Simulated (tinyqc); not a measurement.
Isotype n-N heterojunction, non-linear Poisson equation by Newton steps, Boltzmann statistics: two steps of the calculation.

One dimension, material 1 (n-type) at x < 0 and material 2 (n-type) at x > 0. Band edges: Ec = -psi in material 1 and -psi + dEc in material 2, Ev = Ec - Eg. Equilibrium, Fermi level at 0. n = Nc F((EFn - Ec)/Vt), p = Nv F((Ev - EFp)/Vt), with F(eta) = exp(eta) (Boltzmann statistics); full ionisation, no interface charge, classical densities; the doping types are chosen for the exercise.

Values chosen for this exercise; band and dielectric values close to those of GaAs and InGaP:
```
symbol,value,unit,meaning
T,300,K,temperature
Eg1,1.43,eV,band gap of material 1
Nc1,4.38e17,cm^-3,conduction-band density of states of material 1
Nv1,8.93e18,cm^-3,valence-band density of states of material 1
Eg2,1.89,eV,band gap of material 2
Nc2,8.83e17,cm^-3,conduction-band density of states of material 2
Nv2,1.47e19,cm^-3,valence-band density of states of material 2
dEc,0.13,eV,conduction-band offset Ec2 - Ec1
N1,6.3e15,cm^-3,donor density of material 1
N2,1.9e16,cm^-3,donor density of material 2
V,0,V,bias of side 1 against side 2
```

Constants: q = 1.602176634e-19 C, kB = 1.380649e-23 J/K, Vt = kB T/q. Results are converted to the units shown.

Task 1. Densities, residual and Jacobian diagonal. n_i = Nc F(a_n), a_n = (V - Ec_i)/Vt; p_i = Nv F(a_p), a_p = (Ec_i - Eg)/Vt; rho_i = p_i - n_i + C_i with C = +N1 or +N2; g_i = (n_i + p_i)/Vt. Box widths w_i = (h_(i-1) + h_i)/2 in cm. Residual F_i = a_i (psi_(i+1) - psi_i) - a_(i-1) (psi_i - psi_(i-1)) + q rho_i w_i; Jacobian: a_(i-1) and a_i beside the diagonal, b_i = -a_(i-1) - a_i - q g_i w_i on it. The two end nodes are fixed.

```
node,x (nm),psi at the start (V),material
0,-547,-0.10965563,1
1,-355,-0.07870357,1
2,-221,-0.05710161,1
3,-127,-0.04194799,1
4,-61.8,-0.03143719,1
5,-16,-0.02405383,1
6,16,-0.01889515,2
7,55.3,-0.01255965,2
8,103,-0.00487000,2
9,162,0.00464131,2
10,235,0.01640954,2
11,324,0.03075711,2
```

```
interval,coupling a_i (F/cm^2)
0,5.8566763e-8
1,8.3916556e-8
2,1.1962573e-7
3,1.7246654e-7
4,2.4552006e-7
5,3.4144186e-7
6,2.7035688e-7
7,2.2274686e-7
8,1.8008518e-7
9,1.4554829e-7
10,1.1938231e-7
```

psi_L = -0.10965563 V
psi_R = 0.030757114 V

Give: n; p; residual F; diagonal b.

Result 1.

```
node,n (cm^-3),p (cm^-3)
0,6.3000e15,5.8890e-4
1,2.0860e16,1.7786e-4
2,4.8107e16,7.7121e-5
3,8.6453e16,4.2914e-5
4,1.2982e17,2.8578e-5
5,1.7274e17,2.1478e-5
6,2.7838e15,8.2802e-11
7,3.5568e15,6.4805e-11
8,4.7890e15,4.8132e-11
9,6.9187e15,3.3316e-11
10,1.0907e16,2.1132e-11
11,1.9000e16,1.2132e-11
```

```
node,residual F (1e-7 C/cm^2),diagonal b (F/cm^2)
1,-0.3802,-2.2497e-6
2,-0.7636,-3.6024e-6
3,-1.0222,-4.5570e-6
4,-1.0984,-4.8834e-6
5,-1.0378,-4.7514e-6
6,0.0921,-6.7330e-7
7,0.1076,-5.8899e-7
8,0.1215,-5.6117e-7
9,0.1278,-6.0863e-7
10,0.1050,-8.1248e-7
```

Task 2. Newton step. Solve the tridiagonal system a_(i-1) d_(i-1) + b_i d_i + a_i d_(i+1) = -F_i for nodes 1 to 10, with d = 0 on fixed nodes. Half of the step is added while the largest |d| exceeds 1.5 Vt, the full step after that.

```
interval,coupling a_i (F/cm^2)
0,5.8566763e-8
1,8.3916556e-8
2,1.1962573e-7
3,1.7246654e-7
4,2.4552006e-7
5,3.4144186e-7
6,2.7035688e-7
7,2.2274686e-7
8,1.8008518e-7
9,1.4554829e-7
10,1.1938231e-7
```

```
node,diagonal b (F/cm^2),residual F (C/cm^2)
1,-2.2497339e-6,-3.8023891e-8
2,-3.6023799e-6,-7.6359916e-8
3,-4.5569853e-6,-1.0222142e-7
4,-4.8834015e-6,-1.0983789e-7
5,-4.7513708e-6,-1.0378322e-7
6,-6.7330339e-7,9.2137829e-9
7,-5.8899288e-7,1.0763064e-8
8,-5.6117366e-7,1.2147016e-8
9,-6.0863422e-7,1.2775160e-8
10,-8.1248375e-7,1.0502154e-8
```

```
node,psi at the start (V)
0,-0.10965563
1,-0.07870357
2,-0.05710161
3,-0.04194799
4,-0.03143719
5,-0.02405383
6,-0.01889515
7,-0.01255965
8,-0.00487000
9,0.00464131
10,0.01640954
11,0.03075711
```

Give: Newton step d, before damping; psi after iteration 1.

Result 2.

```
node,"Newton step d, before damping (V)"
1,-0.017737
2,-0.022405
3,-0.023944
4,-0.024418
5,-0.021480
6,0.022609
7,0.049353
8,0.054739
9,0.042080
10,0.020464
```

```
node,psi after iteration 1 (V)
0,-0.10966
1,-0.08757
2,-0.06830
3,-0.05392
4,-0.04365
5,-0.03479
6,-0.00759
7,0.01212
8,0.02250
9,0.02568
10,0.02664
11,0.03076
```

tinyqc, about 0.01 s, one thread, Intel Xeon 2.30GHz (shared host): `OMP_NUM_THREADS=1 python tinyqc.py 2040064 2040065 out.jsonl`
